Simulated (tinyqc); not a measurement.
Keating valence-force model of a tetrahedral crystal: one step, computed by the program tinyqc.

Atom A sits at 0 and atom B at a/4 (1,1,1) of an fcc lattice; the four bonds from A are t = a/4 (1,1,1), a/4 (1,-1,-1), a/4 (-1,1,-1), a/4 (-1,-1,1), of length d = sqrt(3) a/4. Energy: E = (3 alpha/(8 d^2)) sum over bonds (r.r - d^2)^2 + (3 beta/(8 d^2)) sum over pairs of bonds at one atom (r_i.r_j + d^2/3)^2, with beta_A for the six pairs at A and beta_B for the six at B. The cell holds two atoms, Omega = a^3/4. 1 N/m = 1 J/m^2. With constants fitted to the elastic moduli this model puts optical and zone-boundary frequencies of real crystals too high, by up to about 20 % in elemental crystals and up to about 50 % in compounds, and mostly by more for TA modes; in compounds the lattice part of the static dielectric constant then comes out too low.

Problem. Dynamical matrix at q. With displacements u exp(i q.r), each bracket changes by g.u, where g = (g_A, g_B): bond t, g = (-2 t, 2 t exp(i q.t)); pair (i, j) at A, g = (-(t_i + t_j), t_i exp(i q.t_j) + t_j exp(i q.t_i)); pair at B, g = (-t_i exp(-i q.t_j) - t_j exp(-i q.t_i), t_i + t_j). Then D_mn = sum over the 4 bonds and 12 pairs of (4 k/a^2) conj(g_m) g_n / sqrt(M_m M_n), with k = alpha or beta converted to eV/angstrom^2. Only the short-range forces enter; the Coulomb field of the charges is left out.

Inputs (values chosen for the exercise, modelled on zinc selenide): mass M_A = 65.38 u; mass M_B = 78.97 u; bond stretching alpha = 34.2 N/m; bond bending beta_A = 3.91 N/m; bond bending beta_B = 3.91 N/m.

Structure: zinc blende.

wave vector q (2 pi/a): [0.87, 0.37, 0]

Constants: 1 eV/angstrom^2 = 16.02176634 J/m^2.

Give: D(q).

Solution.

D(q) (eV/(angstrom^2 u)), rows A x, A y, A z, B x, B y, B z:
$$\begin{pmatrix}
0.1555 & 0.0014 & 0.0000+0.0066i & -0.0224 & 0.0566 & 0.0000-0.0117i \\
0.0014 & 0.1457 & 0.0000+0.0009i & 0.0566 & -0.0224 & 0.0000-0.0861i \\
0.0000-0.0066i & 0.0000-0.0009i & 0.1498 & 0.0000-0.0117i & 0.0000-0.0861i & -0.0224 \\
-0.0224 & 0.0566 & 0.0000+0.0117i & 0.1288 & 0.0011 & 0.0000-0.0054i \\
0.0566 & -0.0224 & 0.0000+0.0861i & 0.0011 & 0.1206 & 0.0000-0.0007i \\
0.0000+0.0117i & 0.0000+0.0861i & -0.0224 & 0.0000+0.0054i & 0.0000+0.0007i & 0.1241
\end{pmatrix}$$
